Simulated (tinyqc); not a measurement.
Electron-beam lithography: double-Gaussian proximity function, edge placement and dose correction for parallel lines: one step, computed by the program tinyqc. Command: `OMP_NUM_THREADS=1 python tinyqc.py 3110469 3110470 out.jsonl proximity walk`. One thread of a shared host (Intel(R) Xeon(R) Processor @ 2.30GHz), about 0.01 s of CPU time with the checks.

Lines are infinitely long. Absorbed energy is counted so that the middle of a very large area written at dose 1 receives 1; the resist develops where it exceeds 1/2.

Task: Dose correction. Uncorrected edge energies are M 1. Solve M d = 1/2 for the doses d that put the mean edge energy of every line at the threshold.

M, rows 1, 2, 3, 4, 5:
$$\begin{pmatrix}
0.3366968 & 0.0265236 & 0.0246078 & 0.0008868 & 0.0178792 \\
0.0026432 & 0.3646914 & 0.0304367 & 0.0011592 & 0.0254984 \\
0.0012764 & 0.0156922 & 0.3889389 & 0.0025656 & 0.0927180 \\
0.0008868 & 0.0115625 & 0.0504436 & 0.3366968 & 0.1105759 \\
0.0004483 & 0.0060551 & 0.0351275 & 0.0020813 & 0.4520179
\end{pmatrix}$$

Give: edge energies at dose 1; corrected doses; largest over smallest dose.

Result:

edge energies at dose 1: 1 0.4066, 2 0.4244, 3 0.5012, 4 0.5102, 5 0.4957

corrected doses: 1 1.262, 2 1.206, 3 0.986, 4 0.962, 5 1.008

largest over smallest dose = 1.312
